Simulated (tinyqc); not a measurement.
Inside a calculation: alloy A(1-x)B(x) by interpolation with bowing. Values are carried at full precision from step to step, so a last printed digit may differ when a step is redone from the rounded ones.

Each gap follows E(x) = (1 - x) E_A + x E_B - C x (1 - x); the lattice constant follows Vegard, a(x) = (1 - x) a_A + x a_B.

Constants: hc = 1239.841984 eV nm; kB = 8.617333262e-05 eV/K.

Inputs chosen for the exercise (A near Si, B near Ge; shifted at random, so the results belong to these values and not to a real crystal):

| symbol | value | unit | meaning |
|---|---|---|---|
| a | (5.437, 5.662) | angstrom | lattice constant of A, B |
| x | 0.32 |  | fraction of B |
| Eg | (4.172, 0.905) | eV | gap at Gamma to the s-like level of A, B |
| EgX | (1.186, 0.935) | eV | gap to the lowest valley along Gamma-X of A, B |
| EgL | (2.076, 0.734) | eV | gap to L of A, B |
| C | (0.307, 0.255, 0.05) | eV | bowing of the Gamma, X and L gaps |
| Dso | (0.043, 0.286) | eV | spin-orbit splitting of A, B |
| Ep | (21.8, 26) | eV | Kane energy of A, B |
| me | (0.2006, 0.0376) | m0 | electron mass at Gamma of A, B |
| Cs | 0 | eV | bowing of Dso |
| md | (0.1357, 1.02, 0.51) | m0 | density-of-states masses of Gamma, all X and all L valleys |
| T | 300 | K | temperature |

## Gaps and lattice constant at x

Also give the wavelength hc/E of the lowest gap.

a(x) = 5.5090 angstrom

linear parts (eV): Gamma 3.1266, X 1.1057, L 1.6466

bowing terms C x (1 - x) (eV): Gamma 0.0668, X 0.0555, L 0.0109

gaps (eV): Gamma 3.0598, X 1.0502, L 1.6357

wavelength of the lowest gap = 1180.6 nm

The lowest valley is X, so the gap is indirect; the next, L, lies 585 meV higher.

## Where the valleys cross

The difference of two gaps is a quadratic q2 x^2 + q1 x + q0 with q2 = C_i - C_j, q1 = (E_B - E_A - C)_i - (E_B - E_A - C)_j, q0 = E_A,i - E_A,j; give its roots between 0 and 1 (a dash: none).

Crossings:

| pair | q2 | q1 | q0 | first root | second root |
|---|---|---|---|---|---|
| Gamma-X | 0.052 | -3.068 | 2.986 | 0.9899 | - |
| Gamma-L | 0.257 | -2.182 | 2.096 | - | - |
| X-L | 0.205 | 0.886 | -0.890 | 0.8409 | - |

The lowest valley changes at x = 0.841 (X to L, gap 0.941 eV). The other crossings lie above the lowest valley.

## Electron mass of the alloy

Mass at Gamma from the Kane formula 1/m = F + Ep (Eg + 2 Dso/3)/(Eg (Eg + Dso)). F is fixed by the masses of A and B and interpolated linearly, as is Ep; Eg and Dso carry their bowing.

Compare with the linear interpolation of the masses.

F of A, B: -0.2225  0.1661

Ep, Eg, Dso at x (eV): 23.1440  3.0598  0.1208

m(x) from the Kane formula = 0.1357 m0
m(x) linear = 0.1484 m0

The Kane value lies 8.6 % below the linear one. The Gamma valley is not the lowest at this x.

## Shares of the electrons in the valleys

Non-degenerate: n_i proportional to md_i^(3/2) exp(-E_i/kT).

md^(3/2): Gamma 0.0500, X 1.0301, L 0.3642

(E - E_min)/kT: Gamma 77.73, X 0.00, L 22.65

shares: Gamma 0.000, X 1.000, L 0.000

X holds most electrons (100.0 %).

## Checks

- The Gamma and X gaps at their crossing x = 0.9899 (eV): both 0.9350.
- The X and L gaps at their crossing x = 0.8409 (eV): both 0.9408.

(tinyqc, `OMP_NUM_THREADS=1 python tinyqc.py 1051430 1051431 out.jsonl`, Intel(R) Xeon(R) Processor @ 2.30GHz, 1 thread, shared host, about 0.01 s.)
